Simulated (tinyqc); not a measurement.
## Gate sheet resistance from two finger widths

Inverse problem. At low frequency R = Rsh Wf/(3 L) + B/Wf, where B collects the channel and vertical terms. Find Rsh, B and the width of lowest R.

Parameters, values chosen for the exercise:
```
symbol  value  unit         meaning
L         1.3    um  channel length
```

input resistance of single fingers, contacted at one end, of width 0.67 and 4.7 um (ohm): 463.70016  73.067703

Solution. R Wf is a straight line in Wf^2; the minimum of R lies where both terms are equal.

Rsh = 5.900 ohm/square
B = 310.0 ohm um
width of lowest R = 14.31 um

tinyqc, about 0.01 s, one thread, Intel Xeon 2.30GHz (shared host): `OMP_NUM_THREADS=1 python tinyqc.py 2262248 2262249 out.jsonl`
